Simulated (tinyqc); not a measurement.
On-chip interconnect, size-dependent resistivity and RC delay: one step of the calculation.

A rectangular line between two neighbours and two ground planes. Surface and grain-boundary scattering are added to the bulk resistivity as corrections; capacitances are parallel-plate values without fringing; inductance is ignored.

Problem. Resistivity, resistance and capacitance per length. Metal width x = wd - 2 tl, height y = AR wd - tl; grain boundaries (Mayadas-Shatzkes): al = (lam/(gr x)) Rg/(1 - Rg), g = 1/[1 - 3 al/2 + 3 al^2 - 3 al^3 ln(1 + 1/al)] - 1; surfaces (Fuchs-Sondheimer, thick limit): s = (3/8) lam (1 - ps)(1/x + 1/y); rho = rho0 (1 + g + s); r = rho/(x y); c = eps0 ek (2 wd/hd + 2 Mf AR wd/sp).

Inputs (values chosen for the exercise); metal values close to those of cobalt:
- rho0 = 6.04 uohm cm (bulk resistivity)
- lam = 12 nm (bulk mean free path)
- ps = 0 (specular share of surface scattering)
- Rg = 0.18 (reflection coefficient of grain boundaries)
- gr = 1 (grain size over the metal width)
- wd = 37 nm (drawn line width)
- AR = 1.3 (aspect ratio, height over width)
- tl = 1 nm (liner on both walls and the bottom, not conducting)
- sp = 37 nm (space to the neighbouring lines)
- hd = 92 nm (dielectric height to the planes above and below)
- ek = 4.2 (relative permittivity of the dielectric)
- Mf = 2 (Miller factor of the neighbours)

Constants: eps0 = 8.8541878128e-12 F/m. Results are converted to the units shown.

Wanted: x; y; al; g; s; rho; r; c.

Solution.

x = 35.00 nm
y = 47.10 nm
al = 0.07526
g = 0.1102
s = 0.2241
rho = 8.060 uohm cm
r = 48.89 ohm/um
c = 0.2233 fF/um

Computed by the program tinyqc: `OMP_NUM_THREADS=1 python tinyqc.py 2100129 2100130 out.jsonl`, one thread of a shared Intel Xeon 2.30GHz, about 0.01 s for the whole run.
